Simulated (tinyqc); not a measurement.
Resistive crossbar, vector-matrix product with wire resistance: one step of the calculation.

2 rows and 2 columns. Cell (i, j) joins row node wij to column node bij. Each row is driven at its left end through one wire segment rw; neighbouring nodes along a row or a column are joined by rw; each column ends below the last row in one more rw and a virtual ground, where its current is read. Ideal output: I_j = sum_i V_i G_ij.

Task. Error against the ideal product. Ideal I_j = sum_i V_i G_ij; error = I/ideal - 1.

Parameters, values chosen for the exercise:

| symbol | value | unit | meaning |
|---|---|---|---|
| V | [0.05, 0.1] | V | input voltages of the rows |

cell conductances G (uS):
```
,column 1,column 2
row 1,190,48
row 2,94,20
```

column currents (uA): column 1 17.026070, column 2 4.1504737

Find: ideal currents; error.

Result.

ideal currents (uA): column 1 18.900, column 2 4.4000
error (%): column 1 -9.915, column 2 -5.671

The largest error is in column 1. All currents fall short, since the wires take part of the voltage.

tinyqc, about 0.03 s, one thread, Intel Xeon 2.30GHz (shared host): `OMP_NUM_THREADS=1 python tinyqc.py 2880110 2880111 out.jsonl`
